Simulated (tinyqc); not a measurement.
Random telegraph noise from one oxide trap in a small MOSFET: two steps of the calculation.

An acceptor-like trap exchanges electrons with the channel. Inversion charge Q = Cox u, u = n Vt W0(exp((Vg - VT)/(n Vt))), W0 the Lambert function, n = nf, Cox = eps0 eox/tox; linear regime Id = (W/L) mu Q Vd. Relative to threshold the surface potential rises by Vt ln(u/u0) and the oxide voltage by the rest of Vg - VT, with u0 = n Vt W0(1).

Inputs (values chosen for the exercise); values of the order met in silicon transistors: temperature T = 300 K; relative permittivity of the gate insulator (close to silicon dioxide) eox = 3.9; insulator thickness tox = 2.4 nm; depth of the trap from the channel interface xt = 0.42 nm; trap level above the channel Fermi level at threshold E0 = 0 eV; capture prefactor s0 = 9e-16 cm^2; capture barrier (lattice relaxation) EB = 0.19 eV; tunnelling decay length lt = 0.18 nm; thermal velocity vth = 2.3e7 cm/s; thickness of the inversion layer zi = 2 nm; threshold voltage VT = 0.24 V; body factor nf = 1.38; gate width W = 160 nm; gate length L = 21 nm; mobility mu = 140 cm^2/(V s); scattering coefficient of the charged trap asc = 3.8e-16 V s; drain voltage Vd = 0.02 V; gate voltage Vg = 0.28 V.

Constants: q = 1.602176634e-19 C, kB = 1.380649e-23 J/K, Vt = kB T/q, eps0 = 8.8541878128e-14 F/cm where lengths are in cm. Results are converted to the units shown.

Task 1. Trap level, time constants and occupancy. N = Cox u/q; dpsi = Vt ln(u/u0); E = E0 - dpsi - (xt/tox)(Vg - VT - dpsi); capture time tc = 1/[(N/zi) vth s0 exp(-xt/lt - EB/Vt)]; emission time te = tc exp(-E/Vt); occupancy te/(tc + te).

Give: u; N; dpsi; E; tc; te; occupancy.

Result 1.

u = 0.037870 V
N = 3.4009e11 cm^-2
dpsi = 0.016205 V
E = -0.020369 eV
tc = 4.5570e-7 s
te = 1.0020e-6 s
occupancy = 0.68738

The trap lies 0.79 Vt below the Fermi level, so it is filled 68.7 % of the time.

Task 2. Step height. A = W L; threshold step dV = q (1 - xt/tox)/(Cox A); gm/Id = 1/(u + n Vt); relative step dI/I = (gm/Id) dV + asc mu/A. Id as defined.

u = 0.037870305 V
N = 3.4008737e11 cm^-2

Find: electrons in the channel N A; dV; gm/Id; number part of dI/I; dI/I; Id; dI.

Result 2.

electrons in the channel N A = 11.427
dV = 2.7342 mV
gm/Id = 13.597 1/V
number part of dI/I = 3.7176 %
dI/I = 3.8759 %
Id = 1.1624 uA
dI = 45.054 nA

Range of the model: VT is taken as given; short-channel effects and the uneven flow of current among few electrons are left out.

Program tinyqc, `OMP_NUM_THREADS=1 python tinyqc.py 2710151 2710152 out.jsonl`; Intel Xeon 2.30GHz, shared host, one thread, about 0.01 s.
